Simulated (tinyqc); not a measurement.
Relaxation at fixed composition: composition and strain of an epitaxial Si(1-x)Ge(x) layer from Raman and X-ray peaks. Computed by tinyqc, a small Python program. Command: `OMP_NUM_THREADS=1 python tinyqc.py 3013386 3013387 out.jsonl epiraman walk`. One thread of a shared host (Intel(R) Xeon(R) Processor @ 2.30GHz), about 0.01 s of CPU time with the checks.

A (001) layer, biaxially strained in the plane. The Raman peaks follow empirical lines omega = w0 + c1 x + c3 x^3 + b eps (c3 for Si-Ge alone), with eps the in-plane strain.

Inputs (values chosen for the exercise, modelled on silicon-germanium):
```
quantity                        value      unit
Ge fraction x                    0.23         -
lattice constant of Si          5.431  angstrom
lattice constant of Ge          5.658  angstrom
bowing B                        0.026  angstrom
2 C12/C11 of Si                 0.765         -
2 C12/C11 of Ge                 0.756         -
Si-Si: w0                       520.9      1/cm
Si-Si: c1                       -65.2      1/cm
Si-Si: strain coefficient b      -698      1/cm
Ge-Ge: w0                       280.5      1/cm
Ge-Ge: c1                        19.9      1/cm
Ge-Ge: strain coefficient b      -481      1/cm
X-ray wavelength             1.540598  angstrom
```

Substrate: silicon.

Method:
- Relaxed lattice constant a(x) = a_Si + (a_Ge - a_Si) x - B x (1 - x).
- In-plane constant a_par = a_sub + R (a(x) - a_sub); eps = a_par/a(x) - 1; eps_perp = -(2 C12/C11) eps with 2 C12/C11 linear in x; a_perp = a(x) (1 + eps_perp).
- (004) Bragg angle theta = arcsin(2 lambda/a), with a = a_perp for the layer and a_sub for the substrate; separation = layer less substrate. The apparent x is the one that a fully strained layer (R = 0) would need to give the same a_perp.

Signatures; columns: (1) R; (2) eps (per mille); (3) Si-Si (1/cm); (4) Ge-Ge (1/cm); (5) a_perp (angstrom); (6) (004) separation (arcsec); (7) apparent x if R = 0 is assumed:
```
(1)       (2)     (3)     (4)     (5)      (6)      (7)
0.00  -8.6893  511.97  289.26  5.5149  -2154.8  0.23000
0.15  -7.3859  511.06  288.63  5.5095  -2017.4  0.21545
0.30  -6.0825  510.15  288.00  5.5040  -1879.6  0.20085
0.50  -4.3447  508.94  287.17  5.4968  -1695.4  0.18130
0.70  -2.6068  507.72  286.33  5.4895  -1510.6  0.16166
0.85  -1.3034  506.81  285.70  5.4841  -1371.6  0.14687
1.00   0.0000  505.90  285.08  5.4786  -1232.3  0.13202
```

Full relaxation moves the Si-Si peak by -6.07 per cm and shrinks the X-ray separation to 57 % of its strained value, about 1/(1 + 2 C12/C11). A symmetric reflection alone cannot part x from R: a relaxed layer read as strained gives x = 0.132 in place of 0.23. An asymmetric reflection or a second peak is needed.

Extremes, crossings and ranges named in words are read from the listed rows.
